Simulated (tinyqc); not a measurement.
Worked calculation: polytypes by hexagonality, and a cubic inclusion as a quantum well. Values are carried at full precision from step to step, so a last printed digit may differ when a step is redone from the rounded ones.

A layer is h if its two neighbours in the periodic sequence sit on the same site, k otherwise; the hexagonality h is the share of h layers.

Constants: hbar^2/2m0 = 3.80998211 eV angstrom^2.

Inputs chosen for the exercise (of the order of those of GaAs; the results hold for these values, not for the real material):
- E3 = 1.523 eV (gap of the cubic polytype)
- E2 = 1.522 eV (gap of 2H)
- Ev2 = 0.119 eV (valence top of 2H above that of 3C)
- P2 = 0.0018 C/m^2 (spontaneous polarisation of 2H)
- m = (0.063, 0.067) m0 (electron mass along c in the cubic layer and in the host)
- d = 3.265 angstrom (thickness of a double layer)
- eps = 12.9 (dielectric constant)
- N = 18 (double layers in the cubic inclusion)

## Hexagonality

Stacking sequences:

| polytype | sequence |
|---|---|
| 2H | AB |
| 8H | ABCABACB |
| 15R | ABCACBCABACABCB |
| 6H | ABCACB |
| 9R | ABCBCACAB |

Give the h/k string and h of each.

Hexagonality:

| polytype | h/k string | h |
|---|---|---|
| 2H | hh | 1.0000 |
| 8H | hkkkhkkk | 0.2500 |
| 15R | hkkhkhkkhkhkkhk | 0.4000 |
| 6H | hkkhkk | 0.3333 |
| 9R | hkhhkhhkh | 0.6667 |

## Gaps and band edges

Gap: E3 + (E2 - E3) h. Valence top Ev2 h and polarisation P2 h, both counted from 3C; Ec = Ev + gap.

Evaluate for each polytype.

Results:

| polytype | gap (eV) | Ev (eV) | Ec (eV) | P (C/m^2) |
|---|---|---|---|---|
| 2H | 1.5220 | 0.1190 | 1.6410 | 0.00180 |
| 8H | 1.5228 | 0.0297 | 1.5525 | 0.00045 |
| 15R | 1.5226 | 0.0476 | 1.5702 | 0.00072 |
| 6H | 1.5227 | 0.0397 | 1.5623 | 0.00060 |
| 9R | 1.5223 | 0.0793 | 1.6017 | 0.00120 |

The widest gap is that of 8H, the narrowest that of 2H. Ev and Ec both rise with h, so 3C collects electrons and the more hexagonal side holes: a staggered line-up.

## The bound level without the field

A cubic inclusion of width L = N d in the host (h = 1) is a well of depth V = Ec(host) - Ec(3C). Square well with mass mismatch: k tan(k L/2) = (m_w/m_b) q, k = sqrt(m_w E/c), q = sqrt(m_b (V - E)/c), c = hbar^2/2m0, lowest root. The depth of the level, V - E, is its binding, and the transition to the valence top of the host is gap(host) - (V - E). The step in polarisation gives a field |F| = |P|/(eps eps0) in a thin inclusion, eps0 = 8.8541878e-12 F/m.

Give V, L, the level E, its depth below the host conduction edge and the transition to the valence top of the host, gap(host) - (V - E).

V = 0.1180 eV
L = 58.770 angstrom
E above the bottom = 0.0501 eV
depth below the host edge = 0.0679 eV
transition = 1.4541 eV

The level keeps 58 % of the well depth. The transition lies below the gap of 3C itself (1.523 eV), which only a staggered line-up allows.

## The polarisation field

Give |F|, the drop |F| L, the bound charge |P|/e per cm^2 (e = 1.602176634e-19 C), and, as a first estimate, the shift -|F| L/2 of the transition for an electron centred in the layer and a hole in the host on the high side.

|F| = 0.158 MV/cm
drop = 92.6 meV
bound charge = 1.12e+12 cm^-2
estimated shift = -46.3 meV

The drop is 78 % of the well depth. The host edge on the low side sinks by 46 meV against the centre, less than the 68 meV by which the flat well binds.

## Checks

- Square-well root against finite differences on a grid of 0.5 angstrom (eV): both 0.050.

Computed by tinyqc, a small Python program: `OMP_NUM_THREADS=1 python tinyqc.py 1851031 1851032 out.jsonl` (the numbers bound the seed that draws the inputs); one thread of a shared host (Intel(R) Xeon(R) Processor @ 2.30GHz), about 0.08 s for the whole set of steps.
